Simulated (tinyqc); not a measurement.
Changing the carrier density n: mobility of a non-polar semiconductor in the relaxation-time approximation. Computed by tinyqc, a small Python program. Command: `OMP_NUM_THREADS=1 python tinyqc.py 3012253 3012254 out.jsonl rta sweep`. One thread of a shared host (Intel(R) Xeon(R) Processor @ 2.30GHz), about 0.02 s of CPU time with the checks.

Each valley is treated as a sphere of mass m_d for states and rates, with one isotropic relaxation time; the conductivity mass m_c sets the current.

Inputs (values chosen for the exercise, modelled on electrons in diamond):
```
quantity                                          value       unit
longitudinal mass m_l                              1.51        m_0
transverse mass m_t                               0.273        m_0
equivalent valleys Z                                  6          -
non-parabolicity alpha                             0.22       1/eV
static permittivity eps_s                           5.7          -
density rho                                        3515     kg/m^3
sound velocity v_l                                18500        m/s
acoustic deformation potential D_A                  9.5         eV
phonon energy hbar w                                135        meV
optical or intervalley deformation potential D_o      8  1e8 eV/cm
final valleys Z_f                                     5          -
compensation ratio C                               0.68          -
temperature T                                       350          K
```

Band: Kane. Impurity formula: Brooks-Herring. Further scattering: none.

Constants: k_B = 8.617333262e-05 eV/K; m_0 = 9.1093837015e-31 kg; e = 1.602176634e-19 C; hbar = 1.054571817e-34 J s; eps_0 = 8.8541878128e-12 F/m; k_B = 1.380649e-23 J/K; hbar = 6.582119569e-16 eV s.

Method:
- m_d = (m_l m_t^2)^(1/3); 1/m_c = (1/m_l + 2/m_t)/3; Hall mass factor A = 3 K_m (K_m + 2)/(2 K_m + 1)^2, K_m = m_l/m_t; N_I = n (1 + C)/(1 - C).
- Kane band: hbar^2 k^2/(2 m) = E (1 + alpha E), speed v = hbar k/(m (1 + 2 alpha E)), states per spin, volume and energy g(E) = m k (1 + 2 alpha E)/(2 pi^2 hbar^2); overlap factors are set to 1. Here m = m_d. Masses are multiplied by m_0 and all formulas are in SI units.
- The reduced Fermi level eta = E_F/(k_B T) solves n = 2 Z int g f dE with f = 1/(1 + exp(x - eta)) (Z = 1 unless valleys are given); screening length L_s = sqrt(eps_s eps_0 k_B T/(e^2 dn/deta)), dn/deta = 2 Z int g f (1 - f) dE.
- Integrals over x = E/(k_B T) use 160 Gauss-Legendre points in u = sqrt(x) from 0 to sqrt(max(eta, 0) + 32).
- Phonon occupation N_q = 1/(exp(hbar w/(k_B T)) - 1).
- Acoustic deformation potential (elastic, equipartition, absorption and emission together): 1/tau = 2 pi k_B T D_A^2 g(E)/(hbar rho v_l^2).
- Optical or intervalley deformation potential: 1/tau = (pi Z_f D_o^2/(rho w)) [N_q g(E + hbar w) + (N_q + 1) g(E - hbar w)], with g = 0 below the band edge.
- Each optical term is multiplied by (1 - f(E'))/(1 - f(E)), E' the final energy, for Pauli blocking.
- Singly charged impurities, momentum relaxation: 1/tau = N_I e^4 m (1 + 2 alpha E) Phi/(8 pi (eps_s eps_0)^2 hbar^3 k^3), with alpha = 0 for a parabolic band.
- Brooks-Herring: Phi = ln(1 + b) - b/(1 + b), b = 4 k^2 L_s^2.
- mu = (m_d/m_c) (2 Z e/(3 n k_B T)) int g v^2 tau f (1 - f) dE.
- Averages over x are split at the emission threshold x_0 = hbar w/(k_B T): 64 Gauss-Legendre points in sqrt(x) below it and 128 in sqrt(x - x_0) above it, up to x = max(eta, 0) + 32.
- Rates are added at each energy before the average. With <y> = int g v^2 y f (1 - f) dE: Hall factor r_H = A (3 n k_B T/(2 Z m_d)) <tau^2/(1 + 2 alpha E)>/<tau>^2 (alpha = 0 for a parabolic band); Hall mobility r_H mu; |S| = (k_B/e) (<x tau>/<tau> - eta); resistivity 1/(n e mu).
- Matthiessen's rule adds 1/mu of the separate processes.

One run for each value; columns: (1) carrier density n (1/cm^3); (2) drift mobility mu (cm^2/(V s)); (3) resistivity (ohm cm); (4) Seebeck coefficient |S| (microvolt/K); (5) reduced Fermi level eta; (6) Hall factor r_H; (7) excess of Matthiessen's rule over the full mu (%):
```
(1)          (2)         (3)     (4)      (5)     (6)     (7)
1.00e+14  3564.7  1.7509e+01  1323.9  -13.388  0.9711  13.015
4.60e+14  3030.6  4.4771e+00  1204.9  -11.862  0.9422  25.060
2.20e+15  2147.5  1.3211e+00  1090.9  -10.297  0.9476  42.060
1.00e+16  1203.0  5.1882e-01   986.0   -8.783  0.9983  47.545
4.60e+16   523.3  2.5931e-01   880.9   -7.257  1.0548  35.015
2.20e+17   192.9  1.4706e-01   769.9   -5.691  1.0985  18.582
1.00e+18    73.8  8.4575e-02   651.6   -4.173  1.1257   7.967
4.60e+18    33.6  4.0324e-02   511.3   -2.627  1.0515   2.897
2.20e+19    24.1  1.1751e-02   341.9   -0.970  0.8957   0.967
1.00e+20    25.1  2.4857e-03   187.8    0.948  0.8667   0.412
```

What does the table show, and why?

Over the rows, drift mobility mu (cm^2/(V s)) goes from 3560 through a minimum among these rows, 24.1 at 2.20e19, to 25.1; resistivity (ohm cm) falls from 17.5 to 0.00249 (exponent d ln y / d ln x -0.89 between the first rows and -1.0 between the last); Seebeck coefficient |S| (microvolt/K) falls from 1320 to 188 (exponent d ln y / d ln x -0.062 between the first rows and -0.40 between the last). The mobility has fallen to half its first value between 2.20e15 and 1.00e16 per cm^3. The Fermi level enters the band between 2.20e19 and 1.00e20 per cm^3. While the gas is classical |S| falls by k_B/e ln 10 = 198 microvolt/K per decade if the scattering stays the same; between the first two rows it falls by 180 per decade. The Hall factor peaks at 1.13.

Caution (all rows): n is taken as given; at low temperature (in diamond even at 300 K) real dopants can freeze out, which changes n and N_I. Caution (rows 4.60e18, 2.20e19, 1.00e20): above a few 1e18 per cm^3 the Born approximation, static screening and an unperturbed band are rough; measured mobilities are usually lower.

Extremes, crossings and ranges named in words are read from the listed rows.
